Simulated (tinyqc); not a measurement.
Worked calculation: Hubbard chain of 2 sites. Computed by tinyqc, a small Python program that keeps every step. Settings: hopping = 1.86, U = 2.6, mixing = 1, iteration cap = 59. Command: `OMP_NUM_THREADS=1 python tinyqc.py 26859 26860 out.jsonl` (the two numbers bound the seeds that draw the settings). One thread of a shared host (Intel(R) Xeon(R) Processor @ 2.60GHz), about 0.3 s of CPU time with the checks. Later iterations appear only in the table of the cycle.

## Mean-field iteration 1

one-body matrix (hopping and site energies) (eV):
```
         1        2
1   0.1000  -1.8600
2  -1.8600   0.9100
```

U = 2.6000 eV

electrons, up and down: 1  1

mixing = 1

n(up) at the start (a guess, not normalised): 1 0.9500, 2 0.0500

n(down) at the start (a guess): 1 0.0500, 2 0.9500

H(up) = T + U n(down), H(down) = T + U n(up); fill the lowest levels; n(new) = n + mixing (n(out) - n); E = tr T (rho up + rho down) + U sum n_up n_down of the output.

levels, up (eV): -0.6323  4.2423

levels, down (eV): -0.2062  3.8162

energy = -1.2569 eV

n(up) after iteration 1: 1 0.8231, 2 0.1769

n(down) after iteration 1: 1 0.3098, 2 0.6902

## Mean-field iteration 2

As before.

levels, up (eV): -0.2611  3.8711

levels, down (eV): -0.1052  3.7152

energy = -1.3886 eV

n(up) after iteration 2: 1 0.7177, 2 0.2823

n(down) after iteration 2: 1 0.3861, 2 0.6139

## Mean-field iteration 3

As before.

levels, up (eV): -0.1827  3.7927

levels, down (eV): -0.0620  3.6720

energy = -1.4310 eV

n(up) after iteration 3: 1 0.6764, 2 0.3236

n(down) after iteration 3: 1 0.4569, 2 0.5431

## Convergence

Each step fills the lowest levels of T + U n(other spin) and sets n(new) = n + mixing (n(out) - n); stop when output and input agree to 1e-8.

Course of the cycle:

| iteration | E (eV) | largest \|n(out) - n(in)\| | mean \|n_up - n_down\| |
|---|---|---|---|
| 1 | -1.256866 | 2.60e-01 | 0.5133 |
| 2 | -1.388572 | 1.05e-01 | 0.3316 |
| 3 | -1.430999 | 7.08e-02 | 0.2195 |
| 4 | -1.448113 | 4.24e-02 | 0.1483 |
| 5 | -1.455548 | 2.96e-02 | 0.1004 |
| 6 | -1.458911 | 1.93e-02 | 0.0684 |
| 7 | -1.460452 | 1.34e-02 | 0.0466 |
| 8 | -1.461164 | 8.99e-03 | 0.0317 |
| 9 | -1.461495 | 6.19e-03 | 0.0216 |
| 10 | -1.461648 | 4.19e-03 | 0.0148 |
| 11 | -1.461719 | 2.87e-03 | 0.0101 |
| ... | ... | ... | ... |
| 34 | -1.461781 | 4.29e-07 | 1.51e-06 |
| 35 | -1.461781 | 2.93e-07 | 1.03e-06 |
| 36 | -1.461781 | 2.00e-07 | 7.02e-07 |
| 37 | -1.461781 | 1.36e-07 | 4.79e-07 |
| 38 | -1.461781 | 9.28e-08 | 3.26e-07 |
| 39 | -1.461781 | 6.33e-08 | 2.23e-07 |
| 40 | -1.461781 | 4.32e-08 | 1.52e-07 |
| 41 | -1.461781 | 2.94e-08 | 1.04e-07 |
| 42 | -1.461781 | 2.01e-08 | 7.06e-08 |
| 43 | -1.461781 | 1.37e-08 | 4.81e-08 |
| 44 | -1.461781 | 9.34e-09 | 3.28e-08 |

local moments n_up - n_down: 1 0.0000, 2 0.0000

Converged in 44 iterations. Before convergence this energy mixes input and output and is not variational, so it may rise towards its limit.

## The many-body Hamiltonian

Basis: all placements (u, d, 2, 0 on each site), up operators ordered before down ones; hops carry the sign of the same-spin electrons passed.

H (eV), lower triangle:
```
         20       ud       du      02
20   2.8000
ud  -1.8600   1.0100
du  -1.8600   0.0000   1.0100
02   0.0000  -1.8600  -1.8600  4.4200
```

## Exact diagonalisation (4 states)

Lowest levels of the sector, and the double occupancy of the lowest state.

lowest levels (eV): -1.6727  1.0100  3.4946  6.4081

double occupancy per site = 0.1737

The mean-field solution above lies 0.2109 eV above the exact energy.
